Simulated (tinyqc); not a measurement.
Ground states by the convex hull: cluster expansion of a binary alloy: correlations, fit, cross-validation and ground states. Computed by tinyqc, a small Python program. Command: `OMP_NUM_THREADS=1 python tinyqc.py 3031560 3031561 out.jsonl clex walk`. One thread of a shared host (Intel(R) Xeon(R) Processor @ 2.30GHz), about 0.07 s of CPU time with the checks.

s = +1 for A and -1 for B. Energy per site E = J0 + J1 P(point) + sum over clusters of m V P, with P the mean product of spins; V > 0 on a pair favours unlike neighbours. Clusters per site m: pair 1 4, pair 2 3, pair 3 6, triplet 12; the triplet is two first-neighbour bonds closed by a second-neighbour bond. Formation energies are counted from the line between pure A and pure B, which removes J0 and J1.

Inputs (values chosen for the exercise, for a model alloy): first-pair interaction V1 = 32.4 meV; second-pair interaction V2 = -0.096 meV; third-pair interaction V3 = -2.7 meV; triplet interaction Vt = -2.3 meV; noise amplitude = 1.6 meV/site.

Lattice: bcc.

Method:
- Design matrix of formation energies: m (P - 1) for pairs and m (P(triplet) - P(point)) for the triplet; x = (1 - P(point))/2.
- Exact: X V with V = (V1, V2, V3, Vt). The data to fit add the noise amplitude times the normal numbers, standing for what the clusters leave out.
- Leave out pair 3: A = X^T X and b = X^T E (E being the data with noise) over these three columns; solve A V = b. The root-mean-square error runs over the structures between the pure ends.
- Height above the hull = E less the lowest straight line between two structures that bracket x (or the lowest structure at the same x). The three-term fit is X V with the fitted values.

correlations P, counted on periodic cells, rows A, A3B D0_3, A3B (001) layers, A2B C11_b, AB B2, AB B32, A2B2 B11, AB (110) layers, AB2 C11_b, AB3 D0_3, AB3 (001) layers, B, columns point, pair 1, pair 2, pair 3, triplet:
```
[[1.00000, 1.00000, 1.00000, 1.00000, 1.00000],
 [0.50000, 0.00000, 0.00000, 1.00000, -0.50000],
 [0.50000, 0.00000, 0.66667, 0.33333, 0.16667],
 [0.33333, -0.33333, 0.55556, 0.11111, -0.11111],
 [0.00000, -1.00000, 1.00000, 1.00000, 0.00000],
 [0.00000, 0.00000, -1.00000, 1.00000, 0.00000],
 [0.00000, 0.00000, 0.33333, -0.33333, 0.00000],
 [0.00000, 0.00000, -0.33333, -0.33333, 0.00000],
 [-0.33333, -0.33333, 0.55556, 0.11111, 0.11111],
 [-0.50000, 0.00000, 0.00000, 1.00000, 0.50000],
 [-0.50000, 0.00000, 0.66667, 0.33333, -0.16667],
 [-1.00000, 1.00000, 1.00000, 1.00000, -1.00000]]
```

standard normal numbers for the noise (0 for the pure ends): A 0.000, A3B D0_3 1.488, A3B (001) layers -0.239, A2B C11_b -1.743, AB B2 0.519, AB B32 2.244, A2B2 B11 1.121, AB (110) layers 0.152, AB2 C11_b 0.384, AB3 D0_3 -0.092, AB3 (001) layers -2.115, B 0.000

X, rows A, A3B D0_3, A3B (001) layers, A2B C11_b, AB B2, AB B32, A2B2 B11, AB (110) layers, AB2 C11_b, AB3 D0_3, AB3 (001) layers, B, columns pair 1, pair 2, pair 3, triplet:
```
[[0.0000, 0.0000, 0.0000, 0.0000],
 [-4.0000, -3.0000, 0.0000, -12.0000],
 [-4.0000, -1.0000, -4.0000, -4.0000],
 [-5.3333, -1.3333, -5.3333, -5.3333],
 [-8.0000, 0.0000, 0.0000, 0.0000],
 [-4.0000, -6.0000, 0.0000, 0.0000],
 [-4.0000, -2.0000, -8.0000, 0.0000],
 [-4.0000, -4.0000, -8.0000, 0.0000],
 [-5.3333, -1.3333, -5.3333, 5.3333],
 [-4.0000, -3.0000, 0.0000, 12.0000],
 [-4.0000, -1.0000, -4.0000, 4.0000],
 [0.0000, 0.0000, 0.0000, 0.0000]]
```

fitted V1, V2, Vt (meV): [31.0091, -1.1604, -2.3642]

exact energies (meV/site): A 0.000, A3B D0_3 -101.712, A3B (001) layers -109.504, A2B C11_b -146.005, AB B2 -259.200, AB B32 -129.024, A2B2 B11 -107.808, AB (110) layers -107.616, AB2 C11_b -170.539, AB3 D0_3 -156.912, AB3 (001) layers -127.904, B 0.000

Hull among these structures (meV/site):
```
structure              x  exact E  above hull  fitted E  above hull, fit
A                 0.0000     0.00        0.00      0.00             0.00
A3B D0_3          0.2500  -101.71       27.89    -92.18            31.85
A3B (001) layers  0.2500  -109.50       20.10   -113.42            10.62
A2B C11_b         0.3333  -146.01       26.79   -151.23            14.16
AB B2             0.5000  -259.20        0.00   -248.07             0.00
AB B32            0.5000  -129.02      130.18   -117.07           131.00
A2B2 B11          0.5000  -107.81      151.39   -121.72           126.36
AB (110) layers   0.5000  -107.62      151.58   -119.39           128.68
AB2 C11_b         0.6667  -170.54       20.47   -176.44             5.53
AB3 D0_3          0.7500  -156.91        0.00   -148.93             0.00
AB3 (001) layers  0.7500  -127.90       29.01   -132.33            16.59
B                 1.0000     0.00        0.00      0.00             0.00
```

lowest exact formation energy = -259.2 meV/site

On the exact hull: A, AB B2, AB3 D0_3, B. The fit finds the same set. A structure at zero height may lie on a tie line without being a vertex, and structures outside this list could lie lower.

Extremes, crossings and ranges named in words are read from the listed rows.
